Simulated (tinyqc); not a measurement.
# Free and trapped electrons in a MOS channel with a dense trap tail: what changes with what

p-type body, charge-sheet picture, full ionisation (an idealisation for deep acceptors), Boltzmann statistics for free electrons. e = Ec - EF at the surface. Acceptor-like traps of density D(E) = D0 + De exp(-E/Ew) at depth E below Ec, from 0 to Eu, hold n_t = integral of D(E)/(1 + exp((e - E)/Vt)). psi = Eg - Vt ln(Nv/Na) - e; N_dep = sqrt(2 eps0 eps_r Na (psi - Vt)/q); n_f = sqrt(N_dep^2 + 2 eps0 eps_r Vt Nc exp(-e/Vt)/q) - N_dep; Vg = Vfb + psi + q (N_dep + n_t + n_f)/Cox, Cox = eps0 eox/tox.

Inputs (values chosen for the exercise); band and dielectric values close to those of 4H silicon carbide:
```
symbol,value,unit,meaning
T,250,K,temperature
Eg,3.31,eV,band gap
eps_r,9.72,,relative permittivity
Nc,1.29e19,cm^-3,conduction-band density of states at T
Nv,1.88e19,cm^-3,valence-band density of states at T
eox,3.9,,relative permittivity of the insulator
tox,52,nm,insulator thickness
Na,9.7e16,cm^-3,acceptor density
Vfb,-2.32,V,flat-band voltage without trapped charge
D0,8.1e10,cm^-2 eV^-1,constant background density of acceptor-like traps
De,2.8e13,cm^-2 eV^-1,density of the tail at the conduction edge
Ew,0.08,eV,decay energy of the tail
Eu,0.5,eV,depth below Ec down to which the traps reach
mf,110,cm^2/(V s),mobility of free electrons
```

Constants: q = 1.602176634e-19 C, kB = 1.380649e-23 J/K, Vt = kB T/q, eps0 = 8.8541878128e-14 F/cm where lengths are in cm. Results are converted to the units shown.

Each table varies one quantity; the others keep the values above.

## Free and trapped charge against gate voltage

Free share n_f/(n_f + n_t); swing ln 10 n_f/(dn_f/dVg); field-effect mobility mf q (dn_f/dVg)/Cox, for a constant mf; oxide field q (N_dep + n_t + n_f)/(eps0 eox).

Results:
columns A: Vg (V); B: e (eV); C: n_f (cm^-2); D: n_t (cm^-2); E: free share (%); F: swing (mV/decade); G: field-effect mobility (cm^2/(V s)); H: oxide field (MV/cm)
```
A            B         C         D         E        F         G       H
4.9     0.3068   5.631e5  6.597e10  8.535e-4    177.8  0.001935  0.8328
6.3     0.1305   1.958e9  5.189e11    0.3759    838.7     1.427   1.068
7.6    0.07509  2.527e10  9.952e11     2.476     1593     9.691   1.307
8.9    0.04184  1.148e11  1.421e12     7.475     2447     28.67   1.551
10.2   0.01867  3.181e11  1.740e12     15.45     3558     54.63   1.797
11.6  6.290e-4  6.727e11  1.953e12     25.62     5254     78.25   2.062
12.9  -0.01182  1.091e12  2.065e12     34.58     7296     91.42   2.310
15.5  -0.02944  2.052e12  2.169e12     48.61  1.223e4     102.6   2.807
```

Estimate the missing row, Vg = 14.2 V.

Computed row:
columns A: Vg (V); B: e (eV); C: n_f (cm^-2); D: n_t (cm^-2); E: free share (%); F: swing (mV/decade); G: field-effect mobility (cm^2/(V s)); H: oxide field (MV/cm)
```
A            B         C         D      E     F      G      H
14.2  -0.02155  1.559e12  2.130e12  42.26  9660  98.60  2.558
```

With this row back in the table: n_f reaches 1e11 cm^-2 at Vg = 8.76 V, against 5.43 V without traps. The free share rises from 8.54e-4 to 48.6 % and the field-effect mobility rises from 0.00194 to 103 cm^2/(V s), although mf = 110 is constant: in the last row 93.2 % of Cox dVg goes into free electrons. The swing in the first row is 178 mV a decade (Vt ln 10 = 49.6). For Vg = 8.9, 10.2, 11.6, 12.9, 14.2, 15.5 EF lies less than 2 Vt below the band edge, or above it, where degeneracy and confinement, left out, matter.

## Effect of the acceptor density

Vfb is held fixed. VT is the Vg for n_f = 1e11 cm^-2; swing ln 10 n_f/(dn_f/dVg) at n_f = 1e8 cm^-2; the last three columns are for Vg = VT + 4.2 V, with free share n_f/(n_f + n_t) and field-effect mobility mf q (dn_f/dVg)/Cox; there EF is near the band edge, where Boltzmann statistics are rough.

Results:
columns A: Na (cm^-3); B: e at VT (eV); C: VT (V); D: q n_t/Cox at VT (V); E: swing (mV/decade); F: n_f (cm^-2); G: free share (%); H: field-effect mobility (cm^2/(V s))
```
A           B      C      D      E         F      G      H
1e15  0.08998  3.384  2.022  242.3  9.233e11  34.87  71.03
6e15  0.07348  4.498  2.445  296.8  9.799e11  34.70  77.54
1e16  0.06843  4.972  2.588  315.7  9.986e11  34.64  79.86
3e16  0.05722  6.371  2.927  363.3  1.045e12  34.62  85.44
8e16  0.04695  8.278  3.258  416.0  1.099e12  34.85  90.79
2e17  0.03722  10.96  3.585  477.3  1.161e12  35.40  95.52
5e17  0.02740  15.02  3.915  554.7  1.233e12  36.23  99.38
```

Estimate the missing row, Na = 2e15 cm^-3.

Computed row:
columns A: Na (cm^-3); B: e at VT (eV); C: VT (V); D: q n_t/Cox at VT (V); E: swing (mV/decade); F: n_f (cm^-2); G: free share (%); H: field-effect mobility (cm^2/(V s))
```
A           B      C      D      E         F      G      H
2e15  0.08387  3.735  2.171  261.5  9.438e11  34.83  73.24
```

With this row back in the table: As Na goes from 1e15 to 5e17, VT rises from 3.38 to 15.0 V, its part due to traps rises from 2.02 to 3.92 V, the swing rises from 242 to 555 mV/decade and the field-effect mobility rises from 71.0 to 99.4 cm^2/(V s). Most of the rise of VT is depletion charge; the trap part grows since the same n_f needs EF nearer the band edge at heavier doping. For Na = 2e17, 5e17 e is under 2 Vt already at VT, so VT too is rough.

Computed by the program tinyqc: `OMP_NUM_THREADS=1 python tinyqc.py 2222013 2222014 out.jsonl`, one thread of a shared Intel Xeon 2.30GHz, about 0.03 s for the whole run.
